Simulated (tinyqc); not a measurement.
Interfaces: Cahn-Hilliard equation on a periodic one-dimensional grid. Computed by tinyqc, a small Python program. Command: `OMP_NUM_THREADS=1 python tinyqc.py 3007234 3007235 out.jsonl cahn walk`. One thread of a shared host (Intel(R) Xeon(R) Processor @ 2.30GHz), about 0.2 s of CPU time with the checks.

Free energy F = h sum_j [A (c_j^2 - 1)^2/4 + (kappa/2) ((c_(j+1) - c_j)/h)^2]; dc/dt = Lap(mu), mu = A (c^3 - c) - kappa Lap(c), Lap(y)_j = (y_(j+1) - 2 y_j + y_(j-1))/h^2, mobility 1; the grid has n = 16 points.

Inputs (values chosen for the exercise, in reduced units):
```
quantity                    value  unit
spacing h                    0.89     -
well depth A                  1.6     -
gradient coefficient kappa    1.4     -
mean composition c0          0.13     -
noise amplitude              0.02     -
time step dt                0.026     -
end time                      150     -
```

Scheme: semi-implicit Fourier.

Method:
- Start: c_j = c0 + amplitude x (z_j - mean of z).
- With Fourier components y_m = sum_j y_j exp(-2 pi i j m/n): c_m(new) = [c_m - dt lambda_m N_m]/(1 + dt kappa lambda_m^2), N = A (c^3 - c), lambda_m = (4/h^2) sin^2(pi m/n).
- Run to the end time; break off if |c| exceeds 3 or F has risen by more than 1e-9 in more than 30 steps. Domains = stretches with c > c0.
- Continuum wall between c = -1 and +1: c = tanh(x/w), w = sqrt(2 kappa/A), energy s = (2/3) sqrt(2 kappa A). With two walls per domain, the estimate of F at the end is 2 x domains x s. Volume fraction of the +1 phase by the lever rule: (1 + c0)/2.

random numbers: 0.292  0.406  0.710  0.927  -0.686  -0.511  0.263  -0.723  -0.165  -0.666  -0.570  0.859  0.647  -0.141  0.661  0.297

Course:
```
step        t        F      min c     max c  domains
0       0.000  5.50632   0.113540  0.146540        3
115     2.990  5.50314   0.099491  0.147707        1
288     7.488  5.48426   0.015011  0.195026        1
577    15.002  4.86631  -0.604268  0.569337        2
865    22.490  3.00709  -0.861538  0.809949        1
1154   30.004  2.77438  -0.954787  0.982697        1
1731   45.006  2.77383  -0.959451  0.988730        1
2308   60.008  2.77366  -0.959681  0.988819        1
3173   82.498  2.77344  -0.959958  0.988924        1
4038  104.988  2.77326  -0.960168  0.989004        1
4904  127.504  2.77313  -0.960322  0.989064        1
5769  149.994  2.77303  -0.960433  0.989108        1
```

F at the end = 2.77303

c at the end: 0.981675  0.942268  0.807239  0.417420  -0.284832  -0.750549  -0.919726  -0.960433  -0.933189  -0.795979  -0.393558  0.311396  0.763298  0.928150  0.977712  0.989108

wall half width w = 1.3229

wall energy s = 1.4111

estimate of F = 2.8221

volume fraction = 0.565

w/h = 1.4864

The run ends at F = 2.7730, 0.98 of the estimate: the walls are well formed.
